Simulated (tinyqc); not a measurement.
Nucleation and growth against temperature: classical nucleation, growth and JMAK kinetics of crystallisation from a melt or glass. Computed by tinyqc, a small Python program. Command: `OMP_NUM_THREADS=1 python tinyqc.py 3006525 3006526 out.jsonl nucl walk`. One thread of a shared host (Intel(R) Xeon(R) Processor @ 2.30GHz), about 0.01 s of CPU time with the checks.

A spherical nucleus cap on a flat wall with a sharp interface of isotropic energy gamma; lambda = Omega^(1/3) is the jump distance.

Inputs (values chosen for the exercise, for a model substance):
```
quantity,value,unit
melting point T_m,870,K
heat of melting per volume H,490,J/cm^3
interface energy gamma,0.0488,J/m^2
atomic volume Omega,24.6,angstrom^3
diffusion prefactor D0,1.1e-05,m^2/s
activation energy Q,1.41,eV
contact angle theta,145,degrees
wall area per volume S_v,6.6e+07,1/m
```

Nucleation: on a flat wall. Driving force: Thompson-Spaepen.

Constants: k_B = 1.380649e-23 J/K; k_B = 8.617333262e-05 eV/K.

Method:
- Driving force per volume: dG = H [(T_m - T)/T_m] [2 T/(T_m + T)].
- Shape factor f = (2 + cos theta)(1 - cos theta)^2/4.
- W(r) = f [4 pi r^2 gamma - (4/3) pi r^3 dG]; r* = 2 gamma/dG; W* = f 16 pi gamma^3/(3 dG^2); n* = f (4/3) pi r*^3/Omega.
- D = D0 exp(-Q/(k_B T)); attachment rate k+ = (A*/lambda^2) D/lambda^2 with A* = 2 pi r*^2 (1 - cos theta); Zeldovich factor Z = sqrt(W*/(3 pi k_B T))/n*; sites per volume N = S_v/lambda^2; I = N Z k+ exp(-W*/(k_B T)); lag time = 1/(4 pi Z^2 k+).
- Growth (Wilson-Frenkel): u = (D/lambda) [1 - exp(-dG Omega/(k_B T))].
- JMAK with steady nucleation and growth, nuclei spread at random: extended fraction X_e = (pi/3) I u^3 t^4, X = 1 - exp(-X_e); t_X = [-3 ln(1 - X)/(pi I u^3)]^(1/4); final grains per volume = Gamma(5/4) (3/pi)^(1/4) (I/u)^(3/4), Gamma(5/4) = 0.9064024771.
- Grain size = (grains per volume)^(-1/3). Rows are kept where W*/(k_B T) < 70.

Rates:
```
T (K),W*/(k_B T),I (1/(m^3 s)),u (m/s),t_0.5 (s),grain size (micrometre)
435,11.873,4.9851e+19,8.5142e-13,1.2111e+04,1.1858e-02
479,11.761,1.6823e+21,2.4378e-11,4.0595e+02,1.1381e-02
522,12.215,1.7068e+22,3.6362e-10,2.9969e+01,1.2532e-02
566,13.363,5.9485e+22,3.6484e-09,3.8907e+00,1.6324e-02
609,15.438,5.5434e+22,2.4204e-08,9.5795e-01,2.6664e-02
652,19.097,8.1192e+21,1.1926e-07,4.6821e-01,6.4216e-02
696,26.088,3.5321e+19,4.6628e-07,6.5570e-01,3.5160e-01
740,41.101,4.1851e+13,1.4122e-06,8.6568e+00,1.4059e+01
774,68.679,1.1403e+02,2.7573e-06,4.0793e+03,1.2935e+04
```

Among these rows I peaks at 566 K, u at 774 K and the change is fastest at 652 K, between the two. Growth has no barrier W*, so it peaks nearer T_m than nucleation. The grain size goes as (u/I)^(1/4), from 0.012 micrometre at the lowest T to 13000 at the highest. Caution: grain sizes above a centimetre mean that a sample waits for single nuclei, and the half time has no meaning there.

Extremes, crossings and ranges named in words are read from the listed rows.
